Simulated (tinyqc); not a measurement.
Worked calculation: leakage through a gate insulator: direct, Fowler-Nordheim, trap-assisted and Poole-Frenkel currents. Computed by tinyqc, a small Python program that keeps every step. Command: `OMP_NUM_THREADS=1 python tinyqc.py 3002347 3002348 out.jsonl oxideleak walk`. One thread of a shared host (Intel(R) Xeon(R) Processor @ 2.30GHz), about 0.01 s of CPU time with the checks. Intermediate numbers are printed to about 6 digits and carried at full precision; extremes and crossings named in words are read from the listed rows.

Electrons enter from the cathode Fermi level at x = 0; the conduction band of the insulator lies phi_b - e F x above it, F = V/t. WKB exponents use a parabolic band with mass m.

Inputs (values chosen for the exercise, with an insulator like SiO2):
```
quantity                          value   unit
thickness t                         2.9     nm
barrier phi_b                      3.08     eV
tunnelling mass m                  0.42    m_0
static constant eps_ox             3.76      -
optical constant eps_opt            2.1      -
voltage across the insulator V      1.8      V
trap depth phi_t                    1.8     eV
trap density N_t                1.1e+18  cm^-3
attempt rate nu_0                 2e+13    1/s
activation of capture E_a          0.31     eV
temperature T                       250      K
```

Constants: hbar^2/(2 m_0) = 3.80998212 eV angstrom^2; e = 1.602176634e-19 C; hbar = 1.054571817e-34 J s; k_B = 8.617333262e-05 eV/K; eps_0 = 8.8541878128e-12 F/m.

## Field and tunnelling without traps

For a level a distance phi(x) below the band, the WKB exponent is 2 int kappa dx with kappa = sqrt(m phi/(hbar^2/2m_0)); for a linear barrier from phi_1 down to phi_2 = max(phi_1 - e F d, 0) it is G = (4/3) sqrt(m/(hbar^2/2m_0)) (phi_1^(3/2) - phi_2^(3/2))/(e F). J_tun = e^3 F^2/(16 pi^2 hbar m phi_b) x exp(-G) / [1 - sqrt(phi_2/phi_b)]^2 with the free-electron mass in the cathode (m in m_0), phi_2 = max(phi_b - e V, 0): direct tunnelling for e V < phi_b, Fowler-Nordheim above. Image forces, back-flow and the limit on supply are left out, so J_tun is overstated below about 0.5 V. Equivalent oxide thickness = 3.9 t/eps_ox.

field F = 6.20690 MV/cm

equivalent oxide thickness = 3.00798 nm

WKB exponent G = 28.2240

tunnelling current J_tun = 2.00942e-04 A/cm^2

The barrier is a trapezoid: direct tunnelling.

## One trap at several depths

A trap at depth x lies phi_t below the band. Capture: tunnel at the cathode Fermi level from 0 to x (G_in from phi_1 = phi_b), rate nu_0 exp(-G_in - E_c/k_B T) with E_c = E_a + max(phi_b - phi_t - e F x, 0), the last term being the height of the trap above the cathode Fermi level. Emission: tunnel from the trap level to the anode (G_out from phi_1 = phi_t over t - x), rate nu_0 exp(-G_out - E_a/k_B T). Re-emission to the cathode follows from detailed balance, rate_back = rate_in exp(dE/k_B T) with dE = phi_b - phi_t - e F x. Each trap passes R = rate_in rate_out/(rate_in + rate_back + rate_out) electrons per second; filling from the anode is left out. Depths: t times 0.08, 0.2, 0.32, 0.44, 0.56, 0.68, 0.8 and 0.92, rounded to 0.01 nm.

Rates:
```
x (nm)     G_in    G_out  E_c (eV)  rate in (1/s)  rate back (1/s)  rate out (1/s)      R (1/s)
0.23     2.6491  16.8394   1.44724    9.45036e-18      7.96573e+05     5.47591e-01  6.49649e-24
0.58     6.5577  15.6835   1.23000    4.54314e-15      1.59860e+04     1.73956e+00  4.94322e-19
0.93    10.3132  14.0961   1.01276    2.54547e-12      3.73902e+02     8.50831e+00  5.66345e-14
1.28    13.9090  12.1734   0.79552    1.67307e-09      1.02591e+01     5.81948e+01  1.42233e-09
1.62    17.2422  10.0327   0.58448    1.07202e-06      3.66043e-01     4.94940e+02  1.07123e-06
1.97    20.5004   7.5805   0.36724    9.87558e-04      1.40766e-02     5.74825e+03  9.87556e-04
2.32    23.5732   4.8995   0.31000    6.51603e-04      3.87726e-07     8.39199e+04  6.51603e-04
2.67    26.4487   2.0079   0.31000    3.67430e-05      9.12690e-13     1.51248e+06  3.67430e-05
```

The most effective of these traps sits at 1.97 nm, 68 % of the way; where rate back exceeds rate out, re-emission drains the trap, and elsewhere the slower forward step limits R; here capture limits, and the best depth is where the trap level drops to the cathode Fermi level.

## Trap-assisted current

J_TAT = e N_t int_0^t R dx by the midpoint rule on 400 intervals; the most effective depth is the midpoint with the largest R, rounded to 0.01 nm.

trap-assisted current J_TAT = 1.78835e-11 A/cm^2

most effective depth = 2.06 nm

## Poole-Frenkel bound

Poole-Frenkel emission over the lowered barrier of a charged trap: lowering sqrt(e F/(pi eps_opt eps_0)); J_PF = e N_t^(2/3) nu_0 exp(-(phi_t - lowering)/k_B T), one sheet of traps emitting with supply unlimited (an upper bound).

barrier lowering = 1.30477 eV

Poole-Frenkel bound J_PF = 3.54740e-04 A/cm^2

Caution: the film is too thin for the Poole-Frenkel picture (the lowering is a large part of the whole drop, or the traps are further apart than the film is thick), so J_PF is only nominal.

## Total without and with traps

J = J_tun + J_TAT (the Poole-Frenkel bound is not added); the ratio J/J_tun is the excess that stress-made traps add.

total current J = 2.00942e-04 A/cm^2

J/J_tun = 1.00000

## Against voltage

The formulas are those given above.

Currents:
```
V (V)  F (MV/cm)  J_tun (A/cm^2)  J_TAT (A/cm^2)  best depth (nm)
0.35      1.2069     2.83440e-06     4.02378e-31             1.29
0.70      2.4138     7.36936e-06     6.15602e-27             2.90
1.06      3.6552     2.05540e-05     4.59115e-20             2.90
1.41      4.8621     5.85042e-05     5.23664e-14             2.64
1.77      6.1034     1.82214e-04     1.25395e-11             2.10
2.12      7.3103     5.90978e-04     4.20915e-10             1.75
2.48      8.5517     2.18041e-03     5.54793e-09             1.50
2.83      9.7586     8.77141e-03     3.54320e-08             1.32
3.19     11.0000     5.14460e-02     1.54130e-07             1.16
```

Tunnelling without traps rules in every row. Over the range J_tun grows by 4.3 decades and J_TAT by 23.6. The highest rows may lie beyond breakdown. Below about 0.5 V the formula for J_tun, which has no back-flow, overstates the current.

## Against thickness at fixed field

The formulas are those given above.

Currents:
```
t (nm)    V (V)  J_tun (A/cm^2)  J_TAT (A/cm^2)
1.2     0.74483     5.61005e+03     3.54732e-19
1.6     0.99310     5.77633e+01     6.71596e-16
2.2     1.36552     1.15603e-01     1.40941e-11
3.0     1.86207     8.76881e-05     1.78745e-11
4.0     2.48276     7.12101e-08     1.78674e-11
5.5     3.41379     8.29277e-10     1.75288e-11
7.5     4.65517     8.29277e-10     1.75090e-11
10.0    6.20690     8.29277e-10     1.76943e-11
```

Between the first rows J_tun falls by 4.97 decades per nm. From t = phi_b/(e F) = 4.96 nm it stops changing, since a triangular barrier does not feel the thickness. J_TAT stays below J_tun at all these thicknesses.

Checks made by the program: the WKB exponent by quadrature (relative difference below 1e-10); the integral with twice the points (relative difference 6e-04).
